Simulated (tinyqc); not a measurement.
Inside a calculation. Model: metal-interlayer-semiconductor contact, depinning against tunnelling resistance.

tinyqc, about 0.03 s, one thread, Intel Xeon 2.30GHz (shared host): `OMP_NUM_THREADS=1 python tinyqc.py 2270130 2270131 out.jsonl` Printed values are rounded.

Zero bias, n-type semiconductor. Gap states at the semiconductor surface thin out as exp(-be ti), which unpins the barrier; electrons must then cross the interlayer (a rectangular barrier, no voltage drop across it) and the parabolic depleted layer, both by WKB. Energies E are counted from the Fermi level; no image force, parabolic bands.

Parameters, values chosen for the exercise; semiconductor values close to those of In0.53Ga0.47As; interlayer mass of the order of that in silicon dioxide, offset chosen freely: temperature T = 250 K; band gap Eg = 0.729 eV; relative permittivity eps_r = 14.3; electron affinity chi = 4.52 eV; conduction-band density of states at T Nc = 1.6e17 cm^-3; tunnelling mass in the semiconductor mt = 0.04 m0; Richardson mass mA = 0.0394 m0; donor density Nd = 5.2e18 cm^-3; charge-neutrality level above the valence band E0 = 0.51 eV; pinning factor without interlayer S0 = 0.15; metal work function phiM = 4.87 eV; interlayer thickness ti = 1.1 nm; conduction-band offset of the interlayer above the semiconductor dE = 3.23 eV; tunnelling mass in the interlayer mi = 0.46 m0; decay constant of gap states through the interlayer be = 2.3 1/nm.

Constants: q = 1.602176634e-19 C, kB = 1.380649e-23 J/K, eps0 = 8.8541878128e-12 F/m, hbar = 1.054571817e-34 J s, h = 6.62607015e-34 J s, m0 = 9.1093837015e-31 kg, Vt = kB T/q, hbar^2/(2 m0) = 0.0380998212 eV nm^2. Results are converted to the units shown.

Range of the model: The Fermi level lies over 0.25 eV inside the band, where non-parabolicity lowers it and raises the mass. The depletion charge would drop about 0.35 V across such an interlayer (eps_r near 3.9) at ti = 1.1 nm and Nd = 5.2e18 cm^-3, against a band bending of 0.57 V; this model leaves that drop out.

## Pinning, barrier and scales

S = 1/(1 + (1/S0 - 1) exp(-be ti)); phiB = S (phiM - chi) + (1 - S)(Eg - E0); xi = Ec - EF deep inside, from Nd = Nc F(-xi/Vt), F(x) = (2/sqrt(pi)) int_0^infinity sqrt(u) du/(1 + exp(u - x)); band bending U = phiB - xi; E00 = (hbar/2) sqrt(Nd/(eps0 eps_r mt m0)) in volts; A = 4 pi q mA m0 kB^2/h^3.

S = 0.688989
phiB = 0.309258 eV
xi = -0.263798 eV
U = 0.573056 eV
E00 = 0.0559798 eV
A = 4.73483 A/(cm^2 K^2)

The interlayer moves the barrier from 0.239 eV to 0.309 eV; the unpinned limit is phiM - chi = 0.350 eV. E00/Vt = 2.60: by the usual rule of thumb (0.5 to 5) thermionic-field emission.

## Exponents and integrand on an energy grid

E, point 0 to 13 (eV): -0.26  -0.22  -0.18  -0.14  -0.1  -0.06  -0.02  0.02  0.06  0.1  0.14  0.18  0.22  0.26

With U = phiB - xi: for xi < E < phiB, y = (E - xi)/U and G1 = (U/E00) [sqrt(1 - y) - y ln((1 + sqrt(1 - y))/sqrt(y))], G1 = 0 above phiB; G2 = 2 ti sqrt(mi max(phiB + dE - E, 0)/C), C = hbar^2/(2 m0); f = 1/(1 + exp(E/Vt)); integrand exp(-G1 - G2) f.

```
point       G1       G2           f  integrand (1e-8)
0      9.98575  14.9001    0.999994           0.00156
1      8.30503  14.8215    0.999963           0.00904
2      7.04022  14.7424    0.999765           0.03466
3      5.96713  14.6629    0.998497           0.10961
4      5.02653  14.5830    0.990452           0.30167
5      4.19007  14.5026    0.941864           0.71756
6      3.44144  14.4218    0.716743           1.25156
7      2.77044  14.3405    0.283257           1.04948
8      2.17052  14.2588   0.0581355           0.42586
9      1.63769  14.1766  0.00954821           0.12938
10     1.17004  14.0939  0.00150339           0.03532
11     0.76771  14.0108  2.35103e-4           0.00898
12     0.43354  13.9271  3.67265e-5           0.00213
13     0.17506  13.8429  5.73625e-6           0.00047
```

## Contact resistivity

1/rho_c = (A T^2/Vt^2) I, with I the trapezoid sum of the integrand over the grid.

I = 1.63050e-9 eV
rho_c = 0.96188 ohm cm^2

A fine grid from xi upwards gives rho_c = 0.9616 ohm cm^2; the coarse value is 0.030 % above it. The integrand peaks at E = -0.0076 eV, and under 0.001 % of the current flows above phiB. Tunnelling through the interlayer costs a factor of 1.82e6 at this barrier height; the bare contact (ti = 0) has rho_c = 2.08e-7 ohm cm^2, so with the interlayer rho_c is 4.63e6 times that.
